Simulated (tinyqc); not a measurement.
Scattering rates of a carrier in a spherical band by Fermi's golden rule: one step, computed by the program tinyqc. Command: `OMP_NUM_THREADS=1 python tinyqc.py 3010523 3010524 out.jsonl scatter walk`. One thread of a shared host (Intel(R) Xeon(R) Processor @ 2.30GHz), about 0.01 s of CPU time with the checks.

All processes here are isotropic or elastic, and the rate listed is the momentum relaxation rate.

Task: Phonon occupation and screening length. Phonon occupation N_q = 1/(exp(hbar w/(k_B T)) - 1). Debye screening by free carriers of density N_I: L_s = sqrt(eps_s eps_0 k_B T/(e^2 N_I)).

Inputs (values chosen for the exercise, modelled on electrons in germanium):
```
quantity                        value    unit
static permittivity eps_s          16       -
phonon energy hbar w             33.6     meV
ionised impurity density N_I  3.4e+17  1/cm^3
temperature T                     400       K
```

Crystal: non-polar. Band: Kane. Impurity formula: Brooks-Herring. Further scattering: alloy.

Constants: k_B = 8.617333262e-05 eV/K; eps_0 = 8.8541878128e-12 F/m; k_B = 1.380649e-23 J/K; e = 1.602176634e-19 C.

Give: N_q; screening length L_s.

Result:

N_q = 0.6058

screening length L_s = 9.468 nm

Above the threshold emission is favoured over absorption by (N_q + 1)/N_q = exp(hbar w/k_B T) = 2.65, apart from the density of final states.
